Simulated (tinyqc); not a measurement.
Switching kinetics of a ferroelectric film and the memory window of a ferroelectric gate stack: one step, computed by the program tinyqc. Command: `OMP_NUM_THREADS=1 python tinyqc.py 3022486 3022487 out.jsonl feswitch walk`. One thread of a shared host (Intel(R) Xeon(R) Processor @ 2.30GHz), about 0.02 s of CPU time with the checks.

Fields in MV/cm; 1 microcoulomb/cm^2 over eps_0 is 11.29409 MV/cm. In the stack (metal, ferroelectric, interlayer, channel) the channel is taken as a conductor.

Question. Switched share after the pulse. Merz's law: t1 = t_inf exp[(E_a/E)^alpha] at the mean of the fields before and after switching. KAI: switched share = 1 - exp[-(t/t1)^n].

Inputs (values chosen for the exercise, for a model hafnia-based film):
```
quantity,value,unit
coercive field E_c,1.2,MV/cm
time constant t_inf,1.2e-10,s
activation field E_a,7.7,MV/cm
Merz exponent alpha,2,-
dimension n,3,-
pulse length t_p,2.5e-08,s
breakdown field of the interlayer,11,MV/cm
```

Kinetics: Kolmogorov-Avrami-Ishibashi (KAI).

E_F before switching = 2.426754 MV/cm

E_F after switching = 0.8046115 MV/cm

Give: mean field; switching time t1; switched share.

Answer.

mean field = 1.616 MV/cm

switching time t1 = 0.8774 s

switched share = 2.313e-23

t_p is 2.8e-8 t1. A field higher by 10 % would shorten t1 by a factor 52. Caution: the interlayer field exceeds its breakdown field, so charge injection would change the fields. Caution: E_F after switching lies below E_c, so switching stalls before P_s and that state is not reached. Caution: the field changes much during switching, so one mean field is a crude stand-in.
